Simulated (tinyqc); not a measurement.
Five-level k.p model folded onto the conduction band: one step. Loewdin series. Three cases, with inputs chosen for the exercise.

Problem. Give each order and the partial sums, counted from Eg.

Expanding E = H_cc + S(E) about Eg in powers of k^2, with s_n = sum_j H_cj^2/(Eg - H_jj)^n: order k^2: e2 = (1 + Cm) c0 k^2 + s1; order k^4: e4 = -s2 e2; order k^6: e6 = s3 e2^2 + s2^2 e2.

Give: s1 (eV), s2 (no unit), s3 (1/eV); (1 + Cm) c0 k^2 is H_cc - Eg; e2, e4, e6; partial sums.

Case 1.

Values chosen (out of a larger set: near those of InAs; not measured data): Eg = 0.421 eV (gap at Gamma to the s-like level).

H (eV), lower triangle:
```
               c  lh          so      G8 up      G7 up
c      0.4188055
lh     0.1769432   0
so     0.1251178   0  -0.3920000
G8 up  0.0705288   0           0  4.6100000
G7 up  0.0498714   0           0          0  4.4500000
```

Solution.

s1 (eV), s2 (no unit), s3 (1/eV); (1 + Cm) c0 k^2 is H_cc - Eg: 0.09182  0.20077  0.44861

e2, e4, e6 (eV): 0.08962  -0.01799  0.00722

partial sums (eV): 0.08962  0.07163  0.07885

The exact value is 0.07650 eV; the errors of the partial sums are +13.13, -4.87 and +2.35 meV.

Case 2.

Values chosen (out of a larger set: near those of GaSb; not measured data): Eg = 0.807 eV (gap at Gamma to the s-like level).

H (eV), lower triangle:
```
               c  lh          so      G8 up      G7 up
c      0.8008339
lh     0.2826046   0
so     0.1998316   0  -0.7640000
G8 up  0.0617826   0           0  3.5800000
G7 up  0.0436869   0           0          0  3.2300000
```

Solution.

s1 (eV), s2 (no unit), s3 (1/eV); (1 + Cm) c0 k^2 is H_cc - Eg: 0.12222  0.13964  0.16195

e2, e4, e6 (eV): 0.11605  -0.01621  0.00444

partial sums (eV): 0.11605  0.09985  0.10429

The exact value is 0.10318 eV; the errors of the partial sums are +12.87, -3.33 and +1.11 meV.

Case 3.

Values chosen (out of a larger set: near those of CdTe; not measured data): Eg = 1.57 eV (gap at Gamma to the s-like level).

H (eV), lower triangle:
```
               c  lh          so      G8 up      G7 up
c      1.5687621
lh     0.3980534   0
so     0.2814662   0  -0.8860000
G8 up  0.1377700   0           0  5.6000000
G7 up  0.0974181   0           0          0  5.2800000
```

Solution.

s1 (eV), s2 (no unit), s3 (1/eV); (1 + Cm) c0 k^2 is H_cc - Eg: 0.12591  0.07927  0.04582

e2, e4, e6 (eV): 0.12467  -0.00988  0.00150

partial sums (eV): 0.12467  0.11479  0.11629

The exact value is 0.11605 eV; the errors of the partial sums are +8.62, -1.26 and +0.24 meV.

Computed by tinyqc, one run a case: `OMP_NUM_THREADS=1 python tinyqc.py N N+1 out.jsonl` with N = 1051542, 1080021, 1080190; one thread of a shared Intel(R) Xeon(R) Processor @ 2.30GHz, about 0.01 s a run at most.
